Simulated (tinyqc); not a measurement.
# Worked calculation: MOSFET in the linear regime without short-channel effects, parameter extraction from computed curves

Program tinyqc, `OMP_NUM_THREADS=1 python tinyqc.py 2210103 2210104 out.jsonl`; Intel Xeon 2.30GHz, shared host, one thread, about 0.01 s. Printed values are rounded.

Inversion charge Q = Cox n Vt W0(exp((Vg - VT)/(n Vt))), W0 the Lambert function and n = nf; u = Q/Cox; mobility mu = mu0/(1 + th1 u + th2 u^2); channel resistance Rch = (L - dL)/(W mu Q); Id = Vd/(Rch + Rsd/W). Cox = eps0 eox/tox. Small Vd, no channel-length or drain effects.

Values chosen for this exercise; channel values of the order met in silicon transistors: temperature T = 300 K; relative permittivity of the gate insulator (close to silicon dioxide) eox = 3.9; insulator thickness tox = 2 nm; low-field mobility mu0 = 140 cm^2/(V s); first mobility attenuation factor th1 = 0.19 1/V; second mobility attenuation factor th2 = 0.27 1/V^2; threshold voltage VT = 0.23 V; body factor nf = 1.46; gate width W = 1 um; drawn gate length L = 0.15 um; drawn less effective length dL = 0.011 um; source plus drain resistance Rsd = 460 ohm um; drain voltage Vd = 0.01 V.

Constants: q = 1.602176634e-19 C, kB = 1.380649e-23 J/K, Vt = kB T/q, eps0 = 8.8541878128e-14 F/cm where lengths are in cm. Results are converted to the units shown.

## Transfer curve

Vg, point 0 to 11 (V): [-0.07, 0.08, 0.23, 0.38, 0.53, 0.68, 0.83, 0.98, 1.13, 1.28, 1.43, 1.58]

u, mu, Rch and Id as defined.

u, point 0 to 11 (V): [1.33288e-5, 6.96437e-4, 0.0214062, 0.109722, 0.231536, 0.364417, 0.502304, 0.642985, 0.785432, 0.929092, 1.07363, 1.21885]
mu, point 0 to 11 (cm^2/(V s)): [140.000, 139.981, 139.416, 136.706, 132.267, 126.686, 120.320, 113.471, 106.399, 99.3193, 92.3960, 85.7481]
Rch, point 0 to 11 (ohm): [4.31433e7, 8.25808e5, 26976.1, 5367.22, 2628.83, 1743.83, 1332.07, 1103.43, 963.349, 872.447, 811.562, 770.297]
Id, point 0 to 11 (uA): [2.31783e-4, 0.0121026, 0.364483, 1.71608, 3.23747, 4.53755, 5.58015, 6.39619, 7.02569, 7.50499, 7.86434, 8.12812]

## Threshold and mobility at the peak transconductance

gm_i = (Id_(i+1) - Id_(i-1))/(Vg_(i+1) - Vg_(i-1)); at the point j of largest gm the tangent meets the axis at V_ext = Vg_j - Id_j/gm_j; field-effect mobility gm_j L/(W Cox Vd) with the drawn L.

gm, point 1 to 10 (uS): [1.21417, 5.67994, 9.57664, 9.40489, 7.80892, 6.19547, 4.81845, 3.69600, 2.79552, 2.07711]
j = 3
V_ext = 0.200805 V
field-effect mobility = 83.1996 cm^2/(V s)

V_ext is 29 mV below the model VT, and the mobility so found is 45 % below mu0 L/(L - dL) = 151 cm^2/(V s), the value for the drawn L; attenuation, series resistance and the slow approach of Q to a straight line all lower the peak gm.

## The Y function

Y_i = Id_i/sqrt(gm_i). For Id = beta Vd x/(1 + th x), x = Vg - VT, Y = sqrt(beta Vd) x whatever th. Slope s from points 7 and 10; VT_Y = Vg - Y/s at point 10; beta = s^2/Vd; mobility beta L/(W Cox) with the drawn L; th* = (beta Vd x/Id - 1)/x at point 10.

Y, point 1 to 10 (uA^0.5 V^0.5): [0.0109835, 0.152934, 0.554539, 1.05567, 1.62377, 2.24186, 2.91385, 3.65446, 4.48868, 5.45674]
s = 5.65085 uA^0.5 V^-0.5
VT_Y = 0.464351 V
beta = 3193.21 uA/V^2
mobility from Y = 277.419 cm^2/(V s)
th* = 3.02480 1/V

The mobility from Y is 84 % above mu0 L/(L - dL) = 151 cm^2/(V s), which it should reach in deep inversion when th2 = 0. th* compares with th1 + mu0 Cox Rsd/(L - dL) = 0.990 1/V, since series resistance enters like th1. The match is poor here: at these overdrives Q is not yet a straight line in Vg and th2 bends Y.
